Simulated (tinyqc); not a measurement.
Deep level with several charge states, and Shockley-Read-Hall recombination: one step. Recombination through one level. Three cases, with inputs chosen for the exercise.

Question. Evaluate each quantity.

One level at Et with degeneracy 1: tn = 1/(sn vth Nt), tp = 1/(sp_ vth Nt), n1 = Nc exp((Et - Eg)/kT), p1 = Nv exp(-Et/kT), ni^2 = n1 p1. Equilibrium p0 = Nm, n0 = ni^2/Nm; n = n0 + dn, p = p0 + dn. U = (n p - ni^2)/(tp (n + n1) + tn (p + p1)), lifetime dn/U; emission rates en = sn vth n1, ep = sp_ vth p1.

Constants: kB = 8.617333262e-05 eV/K.

Case 1.

Values chosen (gap and densities of states near those of GaAs at this temperature; shifted at random, so the results belong to these values and not to a real crystal): Eg = 1.402 eV (gap); Nc = 5.44e+17 1/cm^3 (conduction-band density of states); Nv = 1.2e+19 1/cm^3 (valence-band density of states); T = 350 K; Et = 0.455 eV (recombination level above Ev); Nt = 2.2e+14 1/cm^3 (defects); sn = 1.5e-14 cm^2 (electron capture cross-section); sp_ = 2.3e-14 cm^2 (hole capture cross-section); vth = 15000000 cm/s (thermal velocity, both carriers); Nm = 9.2e+16 1/cm^3 (equilibrium holes for the lifetime steps); dn = 5.7e+12 1/cm^3 (excess pairs).

Case 2.

Values chosen (gap and densities of states near those of GaAs at this temperature; shifted at random, so the results belong to these values and not to a real crystal): Eg = 1.4 eV (gap); Nc = 5.42e+17 1/cm^3 (conduction-band density of states); Nv = 1.19e+19 1/cm^3 (valence-band density of states); T = 350 K; Et = 0.484 eV (recombination level above Ev); Nt = 3.4e+13 1/cm^3 (defects); sn = 2.3e-14 cm^2 (electron capture cross-section); sp_ = 1.1e-14 cm^2 (hole capture cross-section); vth = 14000000 cm/s (thermal velocity, both carriers); Nm = 2.1e+15 1/cm^3 (equilibrium holes for the lifetime steps); dn = 2.6e+16 1/cm^3 (excess pairs).

Case 3.

Values chosen (gap and densities of states near those of Si at this temperature; shifted at random, so the results belong to these values and not to a real crystal): Eg = 1.118 eV (gap); Nc = 2.67e+19 1/cm^3 (conduction-band density of states); Nv = 1.17e+19 1/cm^3 (valence-band density of states); T = 300 K; Et = 0.769 eV (recombination level above Ev); Nt = 4.5e+14 1/cm^3 (defects); sn = 7.1e-15 cm^2 (electron capture cross-section); sp_ = 1.3e-16 cm^2 (hole capture cross-section); vth = 24000000 cm/s (thermal velocity, both carriers); Nm = 6e+15 1/cm^3 (equilibrium holes for the lifetime steps); dn = 4.6e+14 1/cm^3 (excess pairs).

Give: tn, tp; n1, p1; U; lifetime.

Answer.

Case 1.

tn, tp (microsecond): [0.02020, 0.01318]

n1, p1 (1/cm^3): [1.26e+04, 3.37e+12]

U = 2.82e+20 1/(cm^3 s)
lifetime = 0.0202 microsecond

The lifetime is 1.000 times the minority capture time tn and 0.605 times tn + tp, the limit of high injection.

Case 2.

tn, tp (microsecond): [0.09134, 0.1910]

n1, p1 (1/cm^3): [3.50e+04, 1.28e+12]

U = 9.70e+22 1/(cm^3 s)
lifetime = 0.268 microsecond

The lifetime is 2.935 times the minority capture time tn and 0.949 times tn + tp, the limit of high injection.

Case 3.

tn, tp (microsecond): [0.01304, 0.7123]

n1, p1 (1/cm^3): [3.66e+13, 1.41e+06]

U = 6.79e+21 1/(cm^3 s)
lifetime = 0.0678 microsecond

The lifetime is 5.199 times the minority capture time tn and 0.0935 times tn + tp, the limit of high injection.

Computed by tinyqc, one run a case: `OMP_NUM_THREADS=1 python tinyqc.py N N+1 out.jsonl` with N = 1681561, 1681629, 1682485; one thread of a shared Intel(R) Xeon(R) Processor @ 2.30GHz, about 0.01 s a run at most.
